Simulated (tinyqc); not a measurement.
Changing the pulse height V: switching kinetics of a ferroelectric film and the memory window of a ferroelectric gate stack. Computed by tinyqc, a small Python program. Command: `OMP_NUM_THREADS=1 python tinyqc.py 3003212 3003213 out.jsonl feswitch sweep`. One thread of a shared host (Intel(R) Xeon(R) Processor @ 2.30GHz), about 0.02 s of CPU time with the checks.

Fields in MV/cm; 1 microcoulomb/cm^2 over eps_0 is 11.29409 MV/cm. In the stack (metal, ferroelectric, interlayer, channel) the channel is taken as a conductor.

Inputs (values chosen for the exercise, for a model film):

| quantity | value | unit |
|---|---|---|
| saturation polarisation P_s | 17 | microcoulomb/cm^2 |
| ratio P_r/P_s | 0.87 | - |
| coercive field E_c | 1.5 | MV/cm |
| permittivity of the ferroelectric eps_F | 36 | - |
| thickness t_F | 18 | nm |
| permittivity of the interlayer eps_I | 7.5 | - |
| interlayer thickness t_I | 1.5 | nm |
| share s of P screened by trapped charge | 0.87 | - |
| time constant t_inf | 1.3e-10 | s |
| activation field E_a | 5.1 | MV/cm |
| Merz exponent alpha | 1 | - |
| dimension n | 3 | - |
| half width w of log10 t | 0.64 | - |
| pulse length t_p | 3e-07 | s |
| breakdown field of the interlayer | 15 | MV/cm |

Kinetics: nucleation-limited (NLS).

Method. Series stack: V = E_F t_F + E_I t_I and eps_I E_I = eps_F E_F + (1 - s) P/eps_0. Before switching P = -P_r, after it P = +P_s; in retention V = 0 and P = +P_r. Merz's law: t1 = t_inf exp[(E_a/E)^alpha] at the mean of the fields before and after switching. NLS: switched share = integral of [1 - exp(-(t/tau)^n)] F(z) dz over z = log10 tau, with the Lorentzian F = (1/pi) w/[(z - log10 t1)^2 + w^2].

One run for each value:

| pulse height V (V) | switched share | switching time t1 (s) | E_F after switching (MV/cm) | E_I after switching (MV/cm) |
|---|---|---|---|---|
| 1.5 | 0.3452 | 8.265e-07 | 0.397 | 5.23 |
| 2.3 | 0.8133 | 3.762e-08 | 0.715 | 6.76 |
| 3.1 | 0.8796 | 8.580e-09 | 1.032 | 8.28 |
| 3.9 | 0.9009 | 3.607e-09 | 1.350 | 9.81 |
| 4.8 | 0.9123 | 1.926e-09 | 1.707 | 11.52 |
| 5.6 | 0.9181 | 1.308e-09 | 2.024 | 13.04 |
| 6.4 | 0.9220 | 9.784e-10 | 2.342 | 14.57 |
| 7.2 | 0.9247 | 7.810e-10 | 2.659 | 16.09 |
| 8.0 | 0.9268 | 6.523e-10 | 2.977 | 17.62 |

What does the table show?

Over the rows, switched share rises from 0.345 to 0.927 (exponent d ln y / d ln x 2.0 between the first rows and 0.021 between the last); switching time t1 (s) falls from 8.27e-7 to 6.52e-10 (exponent d ln y / d ln x -7.2 between the first rows and -1.7 between the last); E_F after switching (MV/cm) rises from 0.397 to 2.98 (exponent d ln y / d ln x 1.4 between the first rows and 1.1 between the last).

Caution (rows 1.50, 2.30, 3.10, 3.90): E_F after switching lies below E_c, so switching stalls before P_s and that state is not reached. Caution (rows 1.50): the field changes much during switching, so one mean field is a crude stand-in. Caution (rows 7.20, 8.00): the interlayer field exceeds its breakdown field, so charge injection would change the fields.
